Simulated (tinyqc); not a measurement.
Resistance of a tapered via with liner, size effect and interface: two steps of the calculation.

A round via whose diameter grows from db at the bottom as D(z) = db + 2 z/tan(ang). The fill, of diameter D - 2 tl, starts above the bottom liner (thickness fb tl) and has rho = rho0 (1 + ks lam/(D - 2 tl)); the sidewall liner conducts in parallel with it. The bottom liner and the interface are crossed over the full area pi db^2/4. Spreading in the lines above and below is left out.

Parameters, values chosen for the exercise; fill metal close to tungsten: diameter at the bottom db = 14 nm; height hv = 22 nm; sidewall angle ang = 89 degrees; bulk resistivity of the fill rho0 = 5.4 uohm cm; mean free path of the fill lam = 15.6 nm; size-effect factor ks = 1; liner on the sidewall tl = 2.8 nm; liner at the bottom over that on the sidewall fb = 0.7; resistivity of the liner rl = 310 uohm cm; interface resistivity at the bottom ri = 3.7e-12 ohm cm^2; ballistic conductance per area, about 3/(4 rho0 lam) Sb = 9.1e14 S/m^2.

Question 1. Slices of the via. Slices between z0 = fb tl and hv, evaluated at their midpoints: conductance per length pi/4 [(D - 2 tl)^2/rho + (D^2 - (D - 2 tl)^2)/rl], slice resistance = slice height over that. 9 slices.

Give: z; D; rho; slice resistance.

Answer 1.

```
slice  z (nm)  D (nm)  rho (uohm cm)  slice resistance (ohm)
0       3.073   14.11          15.30                   5.518
1       5.300   14.19          15.21                   5.394
2       7.527   14.26          15.12                   5.274
3       9.753   14.34          15.04                   5.157
4       11.98   14.42          14.95                   5.045
5       14.21   14.50          14.87                   4.935
6       16.43   14.57          14.79                   4.829
7       18.66   14.65          14.71                   4.726
8       20.89   14.73          14.63                   4.626
```

Question 2. Total resistance. R_fill = sum of the slices; R_bottom = rl fb tl/(pi db^2/4); R_interface = ri/(pi db^2/4); ballistic (Sharvin) limit 1/(Sb pi (db - 2 tl)^2/4); ideal cylinder rho0 hv/(pi db^2/4).

slice resistance, slice 0 to 8 (ohm): 5.5176522  5.3937589  5.2737005  5.1573284  5.0445010  4.9350829  4.8289451  4.7259641  4.6260222

Wanted: parts; R; shares; ballistic limit; ideal cylinder.

Answer 2.

parts (ohm): fill 45.50, bottom liner 39.47, interface 2.404
R = 87.38 ohm
shares (%): fill 52.08, bottom liner 45.17, interface 2.75
ballistic limit = 19.83 ohm
ideal cylinder = 7.717 ohm

The fill is the largest part, and R is 11.3 times the ideal cylinder. With 2000 slices R = 87.378 ohm.

tinyqc, about 0.01 s, one thread, Intel Xeon 2.30GHz (shared host): `OMP_NUM_THREADS=1 python tinyqc.py 2750136 2750137 out.jsonl`
